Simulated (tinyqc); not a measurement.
Etch lag against aspect ratio: ion-assisted plasma etching: sheath, surface coverage, synergy and aspect-ratio dependence. Computed by tinyqc, a small Python program. Command: `OMP_NUM_THREADS=1 python tinyqc.py 3021109 3021110 out.jsonl etch walk`. One thread of a shared host (Intel(R) Xeon(R) Processor @ 2.30GHz), about 0.04 s of CPU time with the checks.

Radicals adsorb on bare sites; ions remove covered sites with a high yield and bare sites by sputtering; a slow spontaneous reaction acts everywhere, walls included.

Inputs (values chosen for the exercise, close to those used for silicon in a halogen plasma): plasma density n_e = 2.2e+11 1/cm^3; electron temperature T_e = 2.1 eV; ion mass M_i = 71 u; sheath voltage V = 170 V; radical density n = 2.1e+12 1/cm^3; radical mass M_n = 35.5 u; gas temperature T_g = 500 K; sticking coefficient s = 0.18; radicals per removed unit x = 3; yield slope b = 0.31 eV^(-1/2); threshold E_th = 17 eV; sputter slope b_p = 0.013 eV^(-1/2); sputter threshold E_p = 25 eV; spontaneous reaction probability k_c = 8.2e-05; solid density N = 5e+22 1/cm^3; ion temperature T_i = 0.29 eV.

Feature: round hole.

Constants: e = 1.602176634e-19 C; u = 1.6605390666e-27 kg; k_B = 1.380649e-23 J/K; eps_0 = 8.8541878128e-12 F/m.

Method:
- Bohm speed u_B = sqrt(e T_e/M_i); ion flux G_i = 0.61 n_e u_B; radical flux G_n = n c/4 with c = sqrt(8 k_B T_g/(pi M_n)).
- Debye length lambda_D = sqrt(eps_0 T_e/(e n_s)) with n_s = 0.61 n_e, T_e in volts; Child-law sheath d = (sqrt2/3) lambda_D (2 V/T_e)^(3/4); ion energy E = V + T_e/2; angular spread = arctan(sqrt(T_i/E)).
- Yields: Y = b (sqrt(E) - sqrt(E_th)) on covered sites, Y_p = b_p (sqrt(E) - sqrt(E_p)) on bare ones (zero below threshold).
- Steady coverage: s G_n (1 - theta) = x Y G_i theta; removal flux = Y G_i theta + Y_p G_i (1 - theta) + k_c G_n; rate = flux/N, 1 cm/s = 6e8 nm/min.
- Lateral rate = k_c G_n/N; anisotropy = 1 - lateral/vertical; synergy = vertical/(ions alone + radicals alone), with ions alone Y_p G_i/N and radicals alone the lateral rate.
- Transmission of a round hole: K = 1/(1 + 3A/4), walls that scatter diffusely without loss. With a loss probability S = s (1 - theta) at the floor, G_b/G_n = K/(K + S - K S); theta follows G_b, and the two are solved together. Ions are taken to reach the floor unshadowed; G_b replaces G_n in every term of the rate; A is depth over diameter.

yield Y = 2.77621

sputter yield Y_p = 0.105022

ion flux G_i = 2.26706e+16 1/(cm^2 s)

radical flux G_n = 2.86693e+16 1/(cm^2 s)

vertical rate = 47.9318 nm/min

coverage theta = 0.0266038

Floor of the feature:
```
A            K  G_b/G_n     theta  rate (nm/min)  relative rate
0.5    0.72727  0.93825  0.025002         46.766        0.97568
1.0    0.57143  0.88354  0.023578         45.730        0.95406
2.0    0.40000  0.79096  0.021160         43.970        0.91735
5.0    0.21053  0.60093  0.016158         40.330        0.84141
10.0   0.11765  0.42838  0.011572         36.993        0.77178
20.0   0.06250  0.27173  0.007372         33.936        0.70800
50.0   0.02597  0.12943  0.003525         31.136        0.64959
100.0  0.01316  0.06909  0.001885         29.942        0.62469
```

What does the comparison show, and why?

K falls by a factor 55.3 over the rows and the rate by 1.56. Among these rows the rate stays within 10 % of the open-field value up to A = 2, with an open-field coverage below one half; sputtering, which needs no radicals, carries much of the rate in the last rows. Caution: rows with A above about 1/(2 tan(ion spread)) or 1/sqrt(k_c), often 10 to 30, are formal: ion shadowing, radical loss on the walls, redeposition of sputtered material and, in fluorocarbon plasmas, polymer growth are left out and add to the lag.
